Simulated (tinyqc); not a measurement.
Tunnelling through a gate dielectric, WKB transmission and Tsu-Esaki current: one step of the calculation.

Electrons leave the emitter at x = 0. Energies E (motion across the layers) are in eV from the emitter Fermi level; the collector Fermi level lies at -V and offers states at every E. No charge in the dielectric and no image force: F1 = V/t1, U = phi1 - F1 x. With C = hbar^2/(2 m0), kappa = sqrt(m (U - E)/C) where U > E and 0 elsewhere; T(E) = exp(-S), S = 2 times the integral of kappa over x.

Question. WKB exponent in closed form. Each layer adds (2/F) sqrt(m/C) [G(u at its left edge) - G(u at its right edge)] to S, with u = U - E (0 where negative) and G(u) = (2/3) u^1.5. The slope follows from 1/d = -dS/dE.

Parameters, values chosen for the exercise; dielectric values close to those of zirconium oxide: barrier of layer 1 above the emitter Fermi level at zero bias phi1 = 1.35 eV; tunnelling mass of layer 1 m1 = 0.24 m0; thickness of layer 1 t1 = 7.5 nm; voltage across the dielectric V = 2.3 V; energy of the electron followed E = 0 eV.

Constants: q = 1.602176634e-19 C, hbar = 1.054571817e-34 J s, m0 = 9.1093837015e-31 kg, hbar^2/(2 m0) = 0.0380998212 eV nm^2. Results are converted to the units shown.

Give: S; T(E); energy d over which T(E) grows by a factor e.

Answer.

S = 17.117
T(E) = 3.6844e-8
energy d over which T(E) grows by a factor e = 0.052581 eV

The midpoint rule gives S = 17.293, so its T(E) is 16 % below this value. The band edge of layer 1 drops below E inside the layer: the barrier there is triangular (the Fowler-Nordheim case).

Numbers from tinyqc (`OMP_NUM_THREADS=1 python tinyqc.py 2540126 2540127 out.jsonl`; about 0.03 s on one thread of a shared Intel Xeon 2.30GHz).
